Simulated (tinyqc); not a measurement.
One-dimensional ballistic tunnel FET, two-band WKB: one step of the calculation.

A p-type source for x < 0 with its Fermi level at 0 and its valence edge at ds; in the channel the bands fall as D exp(-x/lam) towards their flat values, with the conduction edge at Ec = ds - dP and D = dP + Eg. The gate moves dP one to one. The drain Fermi level lies at -Vd and the drain side reflects nothing. For w = E - Ec between 0 and dP an electron crosses the gap. Two-band dispersion with equal masses m: inside the gap kappa = sqrt(m u (1 - u/Eg)/C), u the distance from a band edge, C = hbar^2/(2 m0).

Question. The exponent in closed form. S(w) = 2 lam int_0^Eg kappa(u) du/(w + Eg - u) = 2 pi lam sqrt(m/(C Eg)) [w + Eg/2 - sqrt(w (w + Eg))], T(w) = exp(-S). The common triangular estimate is S = (4/3) lam sqrt(m/C) Eg^1.5/(dP + Eg) for all w.

Values chosen for this exercise; band and dielectric values close to those of indium arsenide:
- Eg = 0.347 eV (band gap)
- m = 0.025 m0 (band-edge mass of the two-band model)
- lam = 4.6 nm (screening length of the source junction)
- dP = 0.16 eV (tunnelling window Ev(source) - Ec(channel))
- w0 = 0.087 eV (energy above the channel conduction edge)

Constants: q = 1.602176634e-19 C, hbar = 1.054571817e-34 J s, m0 = 9.1093837015e-31 kg, hbar^2/(2 m0) = 0.0380998212 eV nm^2. Results are converted to the units shown.

Wanted: S(w0); T(w0); triangular S.

Answer.

S(w0) = 2.6305
T(w0) = 0.072039
triangular S = 2.0030

Numbers from tinyqc (`OMP_NUM_THREADS=1 python tinyqc.py 2620144 2620145 out.jsonl`; about 0.01 s on one thread of a shared Intel Xeon 2.30GHz).
